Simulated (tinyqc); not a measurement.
Landau-Devonshire theory of a uniaxial ferroelectric: one step, computed by the program tinyqc.

G(P) = (alpha/2) P^2 + (beta*/4) P^4 + (gamma/6) P^6 - E P per volume, SI units, one domain, P along the polar axis, which is normal to the film.

Task: Spontaneous polarisation, susceptibility, coercive field. Ps^2 = [-beta* + sqrt(beta*^2 - 4 alpha gamma)]/(2 gamma). chi = 1/(eps_0 G''), G'' = alpha + 3 beta* P^2 + 5 gamma P^4 at Ps. Ps, chi and the coercive field are for perfect screening, without a depolarising field. The intrinsic coercive field is |alpha P + beta* P^3 + gamma P^5| at the P_c where G'' = 0. 1 C/m^2 = 100 microcoulomb/cm^2.

Inputs (values chosen for the exercise, for a model ferroelectric): Curie-Weiss temperature T0 = 460 K; gamma = 3.04e+09 J m^9/C^6; temperature T = 318 K.

Sample: epitaxial film.

alpha = -6.981906e+08 J m/C^2

beta* = 1.144851e+09 J m^5/C^4

Constants: eps_0 = 8.8541878128e-12 F/m.

Give: spontaneous polarisation Ps; susceptibility chi; well depth G(Ps); P_c; intrinsic coercive field.

Result:

spontaneous polarisation Ps = 57.15 microcoulomb/cm^2

susceptibility chi = 55.23

well depth G(Ps) = -65.83 MJ/m^3

P_c = 35.96 microcoulomb/cm^2

intrinsic coercive field = 179.6 MV/m

P_c/Ps = 0.629, above the 0.577 of a quartic well, as the sixth-order term matters. Real switching runs by domain nucleation at far lower fields. Caution: far below T0* the expansion with linear alpha(T) is only a fit.
